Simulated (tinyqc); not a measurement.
Worked calculation: CCSD on RHF in the sto-3g basis, frozen core, for BeH+, spin multiplicity 1. Computed by tinyqc, a small Python program that keeps every step (integrals from PySCF). Settings: charge = 1, multiplicity = 1, basis = sto-3g, method = RHF, frozen orbitals = 1, energy threshold = 1e-10, iteration cap = 78, orthogonalisation = canonical, start = atomic densities, DIIS depth = 6, amplitude equations = CCSD, DIIS depth for amplitudes = 4, cap on updates = 90. Command: `OMP_NUM_THREADS=1 python tinyqc.py 30991 30992 out.jsonl` (the two numbers bound the seeds that draw the settings). One thread of a shared host (Intel(R) Xeon(R) Processor @ 2.60GHz), about 0.2 s of CPU time with the checks.

Geometry (angstrom):
```
atom         x         y         z
Be    0.000000  0.000000  0.000000
H     0.000000  0.000000  1.328000
```

E_corr = 1/4 sum <ij||ab> t_ij^ab + 1/2 sum <ij||ab> t_i^a t_j^b; stop when the norm of the change is below 1e-8.

Course of the amplitude iterations:
```
update  correlation energy (hartree)  norm of the change
0                        -0.01351077                   -
1                        -0.01780191            6.01e-02
2                        -0.01931235            2.56e-02
3                        -0.02040073            1.40e-02
4                        -0.02048404            5.11e-03
5                        -0.02048714            6.01e-04
6                        -0.02048672            7.81e-05
7                        -0.02048662            6.82e-06
8                        -0.02048666            1.44e-06
9                        -0.02048671            6.00e-07
10                       -0.02048671            4.14e-08
11                       -0.02048671            5.40e-09
```

Can the last value be used, and what does the course show?

Yes. Converged in 11 updates, with DIIS from the third.
